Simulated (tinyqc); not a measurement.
# Voltage drop against the pad pitch

A grid of 13 by 13 nodes with segments Rx (rows) and Ry (columns); every node draws I1 and the central node kh I1; pads with resistance Rp sit at the nodes whose row and column are multiples of the pitch, counting from 0. The drops u = Vdd - V follow from G u = i, with G the conductance matrix and i the load currents, solved directly.

Inputs (values chosen for the exercise): supply voltage Vdd = 1 V; resistance of a horizontal segment Rx = 0.11 ohm; resistance of a vertical segment Ry = 0.39 ohm; resistance from a pad node to the supply Rp = 0.034 ohm; factor on the load at the hot node kh = 3; load current of a node in the large grid I1 = 0.23 mA.

Result of one run:
```
pitch (nodes)	pads	worst drop (mV)	mean drop (mV)	largest drop at a pad (mV)	largest pad current (mA)	worst drop over Vdd (%)
3	25	0.2013	0.1474	0.07959	2.341	0.02013
```

What becomes of these results when the pad pitch is changed from 3 to 4 nodes, all else the same?

Result of the changed run:
```
pitch (nodes)	pads	worst drop (mV)	mean drop (mV)	largest drop at a pad (mV)	largest pad current (mA)	worst drop over Vdd (%)
4	16	0.4267	0.2780	0.1154	3.394	0.04267
```

The whole series:
```
pitch (nodes)	pads	worst drop (mV)	mean drop (mV)	largest drop at a pad (mV)	largest pad current (mA)	worst drop over Vdd (%)
1	169	0.01718	0.007913	0.01718	0.5052	0.001718
2	49	0.09043	0.05851	0.04191	1.233	0.009043
3	25	0.2013	0.1474	0.07959	2.341	0.02013
4	16	0.4267	0.2780	0.1154	3.394	0.04267
6	9	0.8138	0.6391	0.2454	7.217	0.08138
12	4	3.207	2.519	0.3343	9.832	0.3207
```

The worst drop goes from 0.0172 to 3.21 mV while the number of pads falls from 169 to 4; between the last two rows it goes as pitch^(1.98). The largest drop at a pad is 100 % of the worst drop in the first row and 10.4 % in the last; the rest falls along the wires.

Numbers from tinyqc (`OMP_NUM_THREADS=1 python tinyqc.py 2770227 2770228 out.jsonl`; about 0.08 s on one thread of a shared Intel Xeon 2.30GHz).
